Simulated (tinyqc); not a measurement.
# Double-gate transistor below threshold, two-dimensional Poisson equation on a small mesh: several studies

Half of a symmetric double-gate structure: row 0 is the mid-plane of the body, where the normal field vanishes. Mobile charge is neglected (subthreshold), the body is fully depleted, and potentials are counted from the intrinsic level; rows run upward to the gate, columns from source to drain.

Inputs (values chosen for the exercise); semiconductor permittivity close to that of silicon: temperature T = 300 K; relative permittivity of the semiconductor eps_r = 11.5; relative permittivity of the insulator eox = 3.9; half the body thickness tb = 3 nm; insulator thickness tox = 1.4 nm; channel length L = 32 nm; acceptor density of the depleted body Na = 0 cm^-3; potential of the source Vbi = 0.48 V; gate offset Vfb = -0.04 V; gate voltage Vg = 0.1 V; drain voltage Vd = 0.7 V.

Constants: q = 1.602176634e-19 C, kB = 1.380649e-23 J/K, Vt = kB T/q, eps0 = 8.8541878128e-14 F/cm where lengths are in cm. Results are converted to the units shown.

Each table varies one quantity; the others keep the values above.

## Effect of the insulator thickness

Mesh: rows i = 0..12 in the semiconductor (step hs = tb/12, row 12 on the interface), then 8 step(s) ho = tox/8 up to the gate row 20; columns j = 0..80 (step hy = L/80). Box integration, divided by eps0: up_i = eps hy/h of the interval above row i, dn_i = that of the interval below (0 for row 0), lat_i = (sum of eps h/2 over the intervals above and below)/hy, s_i = -q Na w_i hy/eps0 with w_i the semiconductor height of the box (hs/2 for row 0 and the interface row, hs between, 0 in the insulator). Each free node obeys (up + dn + 2 lat) psi = up psi(above) + dn psi(below) + lat [psi(left) + psi(right)] + s. Fixed values: gate row Vg - Vfb; column 0 at Vbi and the last column at Vbi + Vd in the semiconductor, each running linearly to Vg - Vfb across the insulator. The system is solved directly. On row 0 the minimum of psi and its place come from a parabola through the three lowest nodes; barrier = Vbi - minimum, swing = Vt ln 10/(d psi/dVg), DIBL = (d psi/dVd)/(d psi/dVg) there. Lambda = pi/k with k the smallest positive root of tan(k tox) tan(k tb) = eox/eps_r.

Effect of the insulator thickness:
```
tox (nm),L/Lambda,barrier (V),place y/L,swing (mV/decade),DIBL (mV/V)
0.56,3.544,0.3346,0.4497,60.16,2.608
0.77,3.199,0.3310,0.4443,60.59,4.409
1.1,2.805,0.3237,0.4365,61.48,8.075
1.5,2.471,0.3131,0.4279,62.83,13.64
2,2.175,0.2980,0.4179,64.85,21.95
2.8,1.853,0.2718,0.4032,68.71,37.55
```

As tox goes from 0.56 to 2.8 nm, the barrier falls from 0.335 to 0.272 V, the swing rises from 60.2 to 68.7 mV a decade and DIBL rises from 2.61 to 37.6 mV/V; the ideal swing is 59.5. L/Lambda goes from 3.5 to 1.9.

## Effect of half the body thickness

Same model as above.

Effect of half the body thickness:
```
tb (nm),L/Lambda,barrier (V),place y/L,swing (mV/decade),DIBL (mV/V)
1.2,4.139,0.3381,0.4569,59.75,0.9094
1.6,3.586,0.3355,0.4503,60.06,2.204
2.1,3.107,0.3302,0.4427,60.68,4.783
2.8,2.647,0.3196,0.4327,62.00,10.21
3.6,2.284,0.3033,0.4219,64.12,18.94
4.8,1.911,0.2730,0.4062,68.52,36.82
```

Read the table: what changes, and by how much?

As tb goes from 1.2 to 4.8 nm, the barrier falls from 0.338 to 0.273 V, the swing rises from 59.7 to 68.5 mV a decade and DIBL rises from 0.909 to 36.8 mV/V; the ideal swing is 59.5. L/Lambda goes from 4.1 to 1.9. For tb = 1.2 to 2.1 nm the body is under 5 nm thick, where quantum confinement matters.

## Refining the mesh

The mesh has 2 c steps in the semiconductor (rows from 0 up to the interface), c steps in the insulator and 8 c along the channel, each uniform. The system is solved directly; psi is read on row 0 at mid-channel.

Result of one run:
```
c,unknowns,psi at mid-channel (V),d psi/dVg
2,90,0.1693,0.9576
```

What becomes of these results when the refinement factor c is changed from 2 to 6, all else the same?

Result of the changed run:
```
c,unknowns,psi at mid-channel (V),d psi/dVg
6,846,0.1681,0.9593
```

The whole series:
```
c,unknowns,psi at mid-channel (V),d psi/dVg
1,21,0.1733,0.9517
2,90,0.1693,0.9576
3,207,0.1685,0.9587
4,372,0.1683,0.9590
6,846,0.1681,0.9593
8,1512,0.1680,0.9594
12,3420,0.1680,0.9595
```

psi at mid-channel goes from 0.1733 V on the coarsest mesh to 0.1680 V on the finest, a difference of 5.4 mV. d psi/dVg changes by 0.0059 from c = 1 to 2, by 0.0015 from 2 to 4 and by 3.7e-4 from 4 to 8, a ratio of 4.0 between the last two, near the 4 of a second-order scheme.

Numbers from tinyqc (`OMP_NUM_THREADS=1 python tinyqc.py 2480154 2480155 out.jsonl`; about 0.1 s on one thread of a shared Intel Xeon 2.30GHz).
